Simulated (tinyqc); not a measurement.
Electron-beam lithography: double-Gaussian proximity function, edge placement and dose correction for parallel lines: one step, computed by the program tinyqc. Command: `OMP_NUM_THREADS=1 python tinyqc.py 3112948 3112949 out.jsonl proximity walk`. One thread of a shared host (Intel(R) Xeon(R) Processor @ 2.30GHz), about 0.01 s of CPU time with the checks.

Lines are infinitely long. Absorbed energy is counted so that the middle of a very large area written at dose 1 receives 1; the resist develops where it exceeds 1/2.

Problem. Dose correction. Uncorrected edge energies are M 1. Solve M d = 1/2 for the doses d that put the mean edge energy of every line at the threshold.

M:
```
           1          2          3          4          5
1  0.4518939  0.0002019  0.0003296  0.0001296  0.0000844
2  0.1934280  0.2578606  0.0005755  0.0002437  0.0001646
3  0.0908888  0.0002017  0.2585355  0.0005380  0.0005552
4  0.0384226  0.0001090  0.0006866  0.2583615  0.0008691
5  0.0134712  0.0000466  0.0004488  0.0005504  0.2587260
```

Give: edge energies at dose 1; corrected doses; largest over smallest dose.

Solution.

edge energies at dose 1: 1 0.4526, 2 0.4523, 3 0.3507, 4 0.2984, 5 0.2732

corrected doses: 1 1.104, 2 1.105, 3 1.537, 4 1.760, 5 1.868

largest over smallest dose = 1.692
